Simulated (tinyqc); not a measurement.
On-chip interconnect, size-dependent resistivity and RC delay: two steps of the calculation.

A rectangular line between two neighbours and two ground planes. Surface and grain-boundary scattering are added to the bulk resistivity as corrections; capacitances are parallel-plate values without fringing; inductance is ignored.

Parameters, values chosen for the exercise; metal values close to those of aluminium:
- Lw = 30 um (line length)
- Rd = 2000 ohm (driver resistance)
- Cl = 0.85 fF (load capacitance)
- dt = 26 ps (time step)

Problem 1. Ladder and Elmore delays. 7 equal pi sections: series Rs = r Lw/7; node capacitances c Lw/7, halved at nodes 0 and 7, with Cl added to node 7; Rd feeds node 0. Elmore delay of node k: the sum, over the resistors on the path to k, of resistance times all capacitance downstream of it.

r = 692.00469 ohm/um
c = 0.21072967 fF/um

Find: Rs; C; Elmore delay.

Solution 1.

Rs = 2966 ohm

```
node	C (fF)	Elmore delay (ps)
0	0.4516	14.34
1	0.9031	34.27
2	0.9031	51.53
3	0.9031	66.10
4	0.9031	78.00
5	0.9031	87.21
6	0.9031	93.75
7	1.302	97.61
```

The far-end value equals Rd (c Lw + Cl) + r Lw (c Lw/2 + Cl) for any number of pi sections; the line resistance contributes 85.3 % of it.

Problem 2. Node voltages after a time step. A 1 V step is applied behind Rd at t = 0. C dv/dt = -G v + b, with G the conductance matrix of the ladder (1/Rs between neighbours, 1/Rd added at node 0) and b = (1 V/Rd, 0, ...). Trapezoidal step: (C/dt + G/2) v(new) = (C/dt - G/2) v + b.

Rs = 2965.7344 ohm

```
node	C (fF)	v at t = 1 dt (V)
0	0.45156358	1.5227502
1	0.90312716	0.9719209
2	0.90312716	0.6213399
3	0.90312716	0.3987756
4	0.90312716	0.2583725
5	0.90312716	0.1712028
6	0.90312716	0.1193066
7	1.3015636	0.0919915
```

Find: v at t = 2 dt.

Solution 2.

v at t = 2 dt, node 0 to 7 (V): 0.3851  0.6821  0.7191  0.6482  0.5466  0.4511  0.3779  0.3335

Range of the model: The metal width is under the mean free path, where the thick-limit surface term and the simple sum of corrections lose accuracy.

Program tinyqc, `OMP_NUM_THREADS=1 python tinyqc.py 2100066 2100067 out.jsonl`; Intel Xeon 2.30GHz, shared host, one thread, about 0.01 s.
